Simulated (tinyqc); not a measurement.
Hubbard chain of 2 sites, step by step. One step of it, computed by the program tinyqc.

Question. The many-body Hamiltonian. Basis: all placements (u, d, 2, 0 on each site), up operators ordered before down ones; hops carry the sign of the same-spin electrons passed.

one-body matrix (hopping and site energies) (eV), order 1, 2:
```
[[0.300000, -0.780000],
 [-0.780000, 0.990000]]
```

U = 4.300000 eV

electrons, up and down: [1, 1]

Give: H.

Answer.

H (eV), order 20, ud, du, 02:
```
[[4.9000, -0.7800, -0.7800, 0.0000],
 [-0.7800, 1.2900, 0.0000, -0.7800],
 [-0.7800, 0.0000, 1.2900, -0.7800],
 [0.0000, -0.7800, -0.7800, 6.2800]]
```
